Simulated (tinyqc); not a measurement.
Transistor under a ferroelectric capacitor (negative capacitance), static model: one step of the calculation.

A ferroelectric film of thickness tf lies between the gate and an inner metal at potential v, which drives an ordinary transistor. One domain, P = Q (background permittivity neglected): Vg = v + tf (2 al Q + 4 be Q^3), al = -3 sqrt(3) Ec/(4 Pr), be = 3 sqrt(3) Ec/(8 Pr^3). Gate charge Q(v) = Qi + Cp v with the channel charge Qi = Cox n Vt ln(1 + exp((v - VT)/(n Vt))). Q in uC/cm^2, E in kV/cm; 1 nm times 1 kV/cm is 1e-4 V. Domains, leakage and the switching time are left out.

Task. Landau coefficients and capacitance at zero charge. al = -3 sqrt(3) Ec/(4 Pr), be = 3 sqrt(3) Ec/(8 Pr^3); C_FE(0) = 1/(2 al tf); far below threshold the gain is 1/(1 + 2 al tf Cp) near Q = 0 and the swing n Vt ln 10/gain.

Parameters, values chosen for the exercise; Pr and Ec close to those of hafnium oxide based films: temperature T = 300 K; remanent polarisation Pr = 13 uC/cm^2; coercive field Ec = 1500 kV/cm; overlap capacitance per gate area Cp = 0.83 uF/cm^2; subthreshold factor of the inner transistor n = 1.27; ferroelectric thickness tf = 7.6 nm.

Constants: q = 1.602176634e-19 C, kB = 1.380649e-23 J/K, Vt = kB T/q. Results are converted to the units shown.

Find: al; be; C_FE(0); gain near Q = 0; swing.

Result.

al = -149.89 kV cm/uC
be = 0.44346 kV cm^5/uC^3
C_FE(0) = -4.3892 uF/cm^2
gain near Q = 0 = 1.2332
swing = 61.303 mV/decade

Computed by the program tinyqc: `OMP_NUM_THREADS=1 python tinyqc.py 2860151 2860152 out.jsonl`, one thread of a shared Intel Xeon 2.30GHz, about 0.03 s for the whole run.
